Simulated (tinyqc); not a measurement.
## MOSFET in the linear regime without short-channel effects, parameter extraction from computed curves: extraction methods against the source plus drain resistance

Inversion charge Q = Cox n Vt W0(exp((Vg - VT)/(n Vt))), W0 the Lambert function and n = nf; u = Q/Cox; mobility mu = mu0/(1 + th1 u + th2 u^2); channel resistance Rch = (L - dL)/(W mu Q); Id = Vd/(Rch + Rsd/W). Cox = eps0 eox/tox. Small Vd, no channel-length or drain effects.

From the continuous curve Id(Vg): tangent at peak gm (V_ext = Vg - Id/gm); constant current Id = 0.1 uA W/L; peak of d2Id/dVg2; Y = Id/sqrt(gm) drawn through Vg = VT + 0.6 and VT + 0.8 V, with intercept VT_Y and slope s. Mobilities gm,max L/(W Cox Vd) and s^2 L/(W Cox Vd) with the drawn L. Last column: share of Rsd/W in the total resistance at VT + 0.8 V.

Inputs (values chosen for the exercise); channel values of the order met in silicon transistors: temperature T = 300 K; relative permittivity of the gate insulator (close to hafnium oxide) eox = 22.3; insulator thickness tox = 6.6 nm; low-field mobility mu0 = 94 cm^2/(V s); first mobility attenuation factor th1 = 0.28 1/V; second mobility attenuation factor th2 = 0.13 1/V^2; threshold voltage VT = 0.35 V; body factor nf = 1.06; gate width W = 10 um; drawn gate length L = 1.1 um; drawn less effective length dL = 0.003 um; drain voltage Vd = 0.01 V.

Constants: q = 1.602176634e-19 C, kB = 1.380649e-23 J/K, Vt = kB T/q, eps0 = 8.8541878128e-14 F/cm where lengths are in cm. Results are converted to the units shown.

Extraction methods against the source plus drain resistance:

| Rsd (ohm um) | V_ext (V) | constant current (V) | second derivative (V) | VT_Y (V) | mobility from gm (cm^2/(V s)) | mobility from Y (cm^2/(V s)) | series share (%) |
|---|---|---|---|---|---|---|---|
| 0 | 0.362 | 0.393 | 0.344 | 0.426 | 73.3 | 101 | 0 |
| 50 | 0.361 | 0.393 | 0.344 | 0.426 | 72.9 | 101 | 0.715 |
| 100 | 0.361 | 0.393 | 0.343 | 0.426 | 72.6 | 101 | 1.42 |
| 200 | 0.360 | 0.393 | 0.343 | 0.426 | 72.0 | 101 | 2.80 |
| 400 | 0.358 | 0.393 | 0.343 | 0.426 | 70.8 | 101 | 5.45 |
| 800 | 0.355 | 0.394 | 0.343 | 0.426 | 68.7 | 101 | 10.3 |
| 1500 | 0.351 | 0.394 | 0.342 | 0.426 | 65.5 | 101 | 17.8 |

Read the table: what changes, and by how much?

The model has VT = 0.35 V and mu0 = 94 cm^2/(V s). Over the table the extracted thresholds move by 11 mV (tangent), 0.88 mV (constant current), 2.0 mV (second derivative), under 0.5 mV (Y function). The mobility from gm falls from 73.3 to 65.5 and that from Y stays near 101 cm^2/(V s). Y cancels the series resistance, which multiplies Id and sqrt(gm) by the same factor.

tinyqc, about 0.01 s, one thread, Intel Xeon 2.30GHz (shared host): `OMP_NUM_THREADS=1 python tinyqc.py 2210013 2210014 out.jsonl`
